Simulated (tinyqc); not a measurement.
## Space-charge-limited current with shallow traps: effect of the thickness

One carrier type, drift only, an injecting contact at x = 0 (zero field) and thickness L. The share th = y/(1 + y), y = (Nc/Nt) exp(-Et/kB T), of the injected charge is free: J = q mu n F, eps0 eps_r dF/dx = q (n - n0)/th.

Ohmic J = q n0 mu V/L; Mott-Gurney J = (9/8) th eps0 eps_r mu V^2/L^3; they cross at Vx = 8 q n0 L^2/(9 th eps0 eps_r); traps fill at V_TFL = q Nt L^2/(2 eps0 eps_r). Exact: with u = n0/n(L), w = -u - ln(1 - u) and v = -u - u^2/2 - ln(1 - u), V = (q n0 L^2/(th eps0 eps_r)) v/w^2 and J = q^2 n0^2 mu L/(th eps0 eps_r w).

Parameters, values chosen for the exercise: temperature T = 250 K; relative permittivity eps_r = 6.7; mobility mu = 0.0011 cm^2/(V s); band density of states Nc = 1.3e20 cm^-3; trap density Nt = 3.6e16 cm^-3; trap depth Et = 0.47 eV; free carrier density in equilibrium n0 = 1.7e8 cm^-3; voltage V = 4.3 V.

Constants: q = 1.602176634e-19 C, kB = 1.380649e-23 J/K, Vt = kB T/q, eps0 = 8.8541878128e-14 F/cm where lengths are in cm. Results are converted to the units shown.

Result of one run:
```
L (nm)  J (A/cm^2)  ohmic (A/cm^2)  Mott-Gurney (A/cm^2)  d ln J/d ln V
640       6.418e-8        2.013e-9              6.266e-8          1.976
```

What becomes of these results when the thickness L is changed from 640 to 2800 nm, all else the same?

Result of the changed run:
```
L (nm)  J (A/cm^2)  ohmic (A/cm^2)  Mott-Gurney (A/cm^2)  d ln J/d ln V
2800      1.110e-9       4.601e-10             7.483e-10          1.661
```

The whole series:
```
L (nm)  J (A/cm^2)  ohmic (A/cm^2)  Mott-Gurney (A/cm^2)  d ln J/d ln V
240       1.192e-6        5.368e-9              1.188e-6          1.997
390       2.794e-7        3.303e-9              2.769e-7          1.991
640       6.418e-8        2.013e-9              6.266e-8          1.976
1100      1.323e-8        1.171e-9              1.234e-8          1.933
1700      3.923e-9       7.578e-10              3.344e-9          1.850
2800      1.110e-9       4.601e-10             7.483e-10          1.661
4600     4.018e-10       2.801e-10             1.688e-10          1.377
```

J falls from 1.19e-6 to 4.02e-10 A/cm^2, as L^(-2.99) between the first two rows and L^(-2.05) between the last two (space charge -3, ohmic -1). The thickness law marks a bulk-limited current; an electrode-limited one depends on V/L alone. For L = 240, 390 V exceeds half of V_TFL, which goes as L^2, so trap filling, left out here, would raise the current.

Range of the model: Diffusion and a field-dependent mobility are left out. With injecting contacts the diffusion current, about 4 pi^2 Vt th eps0 eps_r mu V/L^3, equals the Mott-Gurney current at V = 35 kB T/q (0.9 V at 300 K), so the drift-only result needs V well above that.

Numbers from tinyqc (`OMP_NUM_THREADS=1 python tinyqc.py 2370024 2370025 out.jsonl`; about 0.01 s on one thread of a shared Intel Xeon 2.30GHz).
